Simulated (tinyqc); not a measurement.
Worked calculation: bond-orbital model of a tetrahedral semiconductor (Harrison's universal couplings). Values are carried at full precision from step to step, so a last printed digit may differ when a step is redone from the rounded ones.

Hybrid level eh = (es + 3 ep)/4; metallic energy V1 = (ep - es)/4 for each atom; covalent energy V2 = 3.22 hbar^2/(m d^2); polar energy V3 = (ehc - eha)/2; hbar^2/m = 2c, c = hbar^2/2m0. Polarity ap = V3/sqrt(V2^2 + V3^2), covalency ac = V2/sqrt(V2^2 + V3^2). p-p coupling at Gamma Exx = (4/3)(2.22 - 2 x 0.63) hbar^2/(m d^2) = 1.28 hbar^2/(m d^2), s-s coupling Ess = 4 x 1.32 hbar^2/(m d^2).

Constants: hbar^2/2m0 = 3.80998211 eV angstrom^2.

Parameters, chosen for this exercise (near tabulated values for SiC; the model gives trends, and its gaps can be far from the real ones; shifted at random, so the results belong to these values and not to a real crystal):
- esc = -14.68 eV (s level, cation)
- epc = -7.64 eV (p level, cation)
- esa = -19.35 eV (s level, anion)
- epa = -11.17 eV (p level, anion)
- d = 1.88 angstrom (bond length)
- Z = 4 (valence electrons of the anion)

## The three energies

Form the hybrid levels, V1, V2 and V3.

hbar^2/(m d^2) = 2.1559 eV

hybrid levels (eV): cation -9.4000, anion -13.2150

V1 (eV): cation 1.7600, anion 2.0450

V2, V3 (eV): 6.9421  1.9075

## Bond and antibond

The 2 x 2 problem [[ehc, -V2], [-V2, eha]] gives (ehc + eha)/2 -/+ sqrt(V2^2 + V3^2); ap = V3/sqrt(V2^2 + V3^2), ac = V2/sqrt(V2^2 + V3^2); the bond has weight (1 + ap)/2 on the anion.

levels (eV): bond -18.5069, antibond -4.1081

ap = 0.2650
ac = 0.9643
weight on the anion = 0.6325

## Charges

With dZ = Z - 4: effective charge Z* = 4 ap - dZ (positive on the cation); transverse charge eT* = Z* + (8/3) ap ac^2.

Z* = 1.060 e
eT* = 1.717 e

Charge that flows along the bonds as they stretch adds 0.66 e to the static value.

## Metallicity and a gap from the bond picture

Neighbouring bonds couple through V1: averaged V1b = V1c (1 - ap)/2 + V1a (1 + ap)/2 for the bond band and V1x = V1c (1 + ap)/2 + V1a (1 - ap)/2 for the antibond band. The top of the bond band lies V1b above the bond level and the bottom of the antibond band 3 V1x below the antibond level, so the gap is 2 sqrt(V2^2 + V3^2) - V1b - 3 V1x; metallicity am = (V1b + 3 V1x)/(2 sqrt(V2^2 + V3^2)).

V1b, V1x (eV): 1.9403  1.8647

gap = 6.864 eV
am = 0.523

The gap closes where am reaches one. The model gives trends; its gap can miss the real one by a factor of two to five, most in ratio for narrow gaps and most in eV for first-row compounds.

## Band edges at Gamma

Ev is the lower root of [[epa, Exx], [Exx, epc]] and the s-like conduction level the upper root of [[esa, Ess], [Ess, esc]], with Exx = 1.28 u and Ess = 5.28 u, u = hbar^2/(m d^2).

Exx, Ess (eV): 2.7596  11.3834

Ev = -12.681 eV
s-like conduction level = -5.395 eV
E0 gap = 7.286 eV

Universal couplings give the trend of E0 from compound to compound, not its value; it can miss by several eV and by a factor of two or more, and spin-orbit coupling is left out.

## Checks

- Bond level from the formula against the 2 x 2 matrix: both -18.5069.

tinyqc: `OMP_NUM_THREADS=1 python tinyqc.py 1450904 1450905 out.jsonl`; about 0.01 s, one thread, shared Intel(R) Xeon(R) Processor @ 2.30GHz.
